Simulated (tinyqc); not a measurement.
Threshold of a short bulk MOSFET: charge sharing, barrier lowering, narrow width: two steps of the calculation.

n-channel device on a p-type body, depletion approximation, full ionisation. Uniform doping N = Na. Vbi from Boltzmann statistics is rough for the degenerate source. Cox = eps0 eox/tox.

Inputs (values chosen for the exercise); band and dielectric values close to those of silicon: temperature T = 300 K; band gap Eg = 1.14 eV; relative permittivity eps_r = 11.8; conduction-band density of states at T Nc = 2.77e19 cm^-3; valence-band density of states at T Nv = 2.66e19 cm^-3; relative permittivity of the gate insulator (close to silicon dioxide) eox = 3.9; insulator thickness tox = 2.6 nm; channel doping Na = 2.6e17 cm^-3; source and drain doping Nsd = 1e20 cm^-3; flat-band voltage for the doping Na Vfb = -0.83 V; junction depth xj = 73 nm; body-source voltage Vbs = 0 V; drain-source voltage Vds = 0.5 V; gate width W = 270 nm; shape factor of the fringing depletion at the width edges xw = 1.5708; channel length L = 160 nm.

Constants: q = 1.602176634e-19 C, kB = 1.380649e-23 J/K, Vt = kB T/q, eps0 = 8.8541878128e-14 F/cm where lengths are in cm. Results are converted to the units shown.

Question 1. Long-channel threshold and scales. ni = sqrt(Nc Nv) exp(-Eg/(2 Vt)), Eg in volts; 2 pB = 2 Vt ln(N/ni); flat band Vfb - Vt ln(N/Na); Wd = sqrt(2 eps0 eps_r (2 pB - Vbs)/(q N)); body term q N Wd/Cox; long-channel VT0 = flat band + 2 pB + body term; Vbi = Vt ln(N Nsd/ni^2); scale length l = sqrt((eps_r/eox) tox Wd).

Give: N; 2 pB; flat band; Wd; body term; VT0; Vbi; l.

Answer 1.

N = 2.6000e17 cm^-3
2 pB = 0.89967 V
flat band = -0.83000 V
Wd = 67.178 nm
body term = 0.21070 V
VT0 = 0.28037 V
Vbi = 1.0535 V
l = 22.988 nm

Question 2. Short-channel and narrow-width shifts. Charge sharing (trapezoid; it ignores Vds): F = (xj/L)(sqrt(1 + 2 Wd/xj) - 1), lowering = body term times F. Barrier lowering: th = exp(-L/(2 l)) + 2 exp(-L/l), lowering = th [2 (Vbi - 2 pB) + Vds], DIBL = th. Narrow width: rise = body term times xw Wd/W. VT by each model = VT0 - lowering + rise.

2 pB = 0.89966712 V
Wd = 67.178363 nm
body term = 0.21070419 V
VT0 = 0.28037131 V
Vbi = 1.0535445 V
l = 22.988471 nm

Find: F; lowering by charge sharing; th; lowering of the barrier; DIBL; narrow-width rise; VT, charge sharing; VT, barrier lowering.

Answer 2.

F = 0.3127
lowering by charge sharing = 65.89 mV
th = 0.03271
lowering of the barrier = 26.42 mV
DIBL = 32.71 mV/V
narrow-width rise = 82.35 mV
VT, charge sharing = 0.2968 V
VT, barrier lowering = 0.3363 V

L is 6.96 scale lengths. The charge-sharing lowering is 2.49 times the barrier lowering; the first falls off as 1/L and the second exponentially. Both describe the same loss of gate control, so they are alternatives and are not added.

Numbers from tinyqc (`OMP_NUM_THREADS=1 python tinyqc.py 2002117 2002118 out.jsonl`; about 0.01 s on one thread of a shared Intel Xeon 2.30GHz).
